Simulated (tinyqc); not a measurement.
# Long-channel MOSFET, surface-potential model: effects of single changes

n-channel transistor on a uniformly doped p-type body, gradual-channel approximation, constant mobility, Boltzmann statistics, full ionisation. Potentials are counted from the neutral body; V is the electron quasi-Fermi potential, Vsb at the source and Vsb + Vds at the drain. Charges are magnitudes per area.

Values chosen for this exercise; material values close to those of silicon:
- T = 250 K (temperature)
- Eg = 1.13 eV (band gap)
- eps_r = 11.9 (relative permittivity of the semiconductor)
- Nc = 2.11e19 cm^-3 (conduction-band density of states at T)
- Nv = 2.05e19 cm^-3 (valence-band density of states at T)
- Na = 5.4e16 cm^-3 (acceptor density of the body)
- eox = 8.59 (relative permittivity of the gate insulator)
- tox = 21 nm (insulator thickness)
- Vfb = -0.8 V (flat-band voltage)
- mu = 280 cm^2/(V s) (channel mobility)
- W = 20 um (gate width)
- L = 5 um (gate length)
- Vsb = 0.3 V (source-body reverse bias)
- Vgs = 0.55 V (gate-source voltage)
- Vds = 0.5 V (drain-source voltage)

Constants: q = 1.602176634e-19 C, kB = 1.380649e-23 J/K, Vt = kB T/q, eps0 = 8.8541878128e-14 F/cm where lengths are in cm. Results are converted to the units shown.

Each table varies one quantity; the others keep the values above.

## Transfer curve from weak to strong inversion

ni = sqrt(Nc Nv) exp(-Eg/(2 Vt)), Eg in volts; phiF = Vt ln(Na/ni); Cox = eps0 eox/tox; gamma = sqrt(2 q eps0 eps_r Na)/Cox. The surface potential psi at channel potential V solves Vgs + Vsb - Vfb - psi = gamma sqrt(G), G = psi - Vt + Vt exp((psi - 2 phiF - V)/Vt). Charge sheet: Qi = Cox gamma [sqrt(G) - sqrt(psi - Vt)]; I = mu (W/L) [integral of Qi dpsi from psi_0 to psi_L (drift) + Vt (Qi0 - QiL) (diffusion)], with psi_0 at V = Vsb and psi_L at V = Vsb + Vds. Pao-Sah: Qi(V) = (Cox gamma/2) integral from 3 Vt to psi of exp((u - 2 phiF - V)/Vt)/sqrt(G(u, V)) du, and I = mu (W/L) integral of Qi dV from Vsb to Vsb + Vds. Square law: VT = Vfb + 2 phiF + gamma sqrt(2 phiF + Vsb), m = 1 + gamma/(2 sqrt(2 phiF + Vsb)), I = mu Cox (W/L) [(Vgs - VT) v - m v^2/2] with v the smaller of Vds and (Vgs - VT)/m, and zero below VT. gm = dI/dVgs of the charge-sheet current.

Transfer curve from weak to strong inversion:
```
Vgs (V)  I, charge sheet (uA)  I, Pao-Sah (uA)  drift share (%)  gm/I (1/V)  I, square law (uA)
0.28                 1.742e-5         1.762e-5         0.003896       38.66                   0
0.37                 5.712e-4         5.771e-4           0.1281       38.86                   0
0.46                  0.01839          0.01858            3.844       37.58                   0
0.54                   0.2655           0.2696            29.74       27.36              0.6795
0.63                    1.706            1.742            60.51       15.36               4.033
0.72                    5.138            5.254            74.74       9.849               10.19
0.8                     10.12            10.35            81.25       7.332               18.02
0.89                    18.04            18.44            85.60       5.651               29.47
0.98                    28.50            29.11            88.37       4.578               43.72
```

What does the table show?

The charge-sheet current rises from 1.74e-5 to 28.5 uA. In the first row gm/I is 38.7 1/V, a swing of 59.6 mV a decade, against Vt ln 10 = 49.6 mV a decade for an ideal gate; in the last it is 4.58 1/V. Drift passes half of the current at Vgs = 0.63 V among the rows listed (VT = 0.477 V). The charge sheet departs most from Pao-Sah at Vgs = 0.8 V, where it is 2.2 % below it. In the last row the square law is 50 % above Pao-Sah. At Vgs = 0.98 V the surface electron density at the source passes 0.3 Nc, where degeneracy and quantisation, left out here, matter.

## Effect of the source-body reverse bias

VT = Vfb + 2 phiF + gamma sqrt(2 phiF + Vsb), m = 1 + gamma/(2 sqrt(2 phiF + Vsb)). The swing is 20 mV/log10[I(VT - 0.14 V)/I(VT - 0.16 V)] of the charge-sheet current at the given Vds.

The same in every row: gamma (V^0.5) = 0.3728.

Results:
```
Vsb (V)  VT (V)      m  swing (mV/decade)  I at Vgs, Vds (uA)
0        0.4219  1.199              61.34               1.170
0.5      0.5104  1.159              58.48              0.1274
0.75     0.5485  1.146              57.65             0.03111
1        0.5838  1.136              57.02            0.007257
1.25     0.6167  1.128              56.51            0.001762
1.5      0.6478  1.121              56.09            4.540e-4
```

Estimate the missing row, Vsb = 0.25 V.

Computed row:
```
Vsb (V)  VT (V)      m  swing (mV/decade)  I at Vgs, Vds (uA)
0.25     0.4686  1.176              59.63              0.4337
```

With this row back in the table: As Vsb goes from 0 to 1.5 V, VT rises from 0.422 to 0.648 V, the swing falls from 61.3 to 56.1 mV a decade and the current falls from 1.17 to 4.54e-4 uA. The swing is 3.1 % above m Vt ln 10 in the first row and 0.87 % above it in the last. The gate voltage is below VT in 3 of the 7 rows.

Numbers from tinyqc (`OMP_NUM_THREADS=1 python tinyqc.py 2360038 2360039 out.jsonl`; about 0.05 s on one thread of a shared Intel Xeon 2.30GHz).
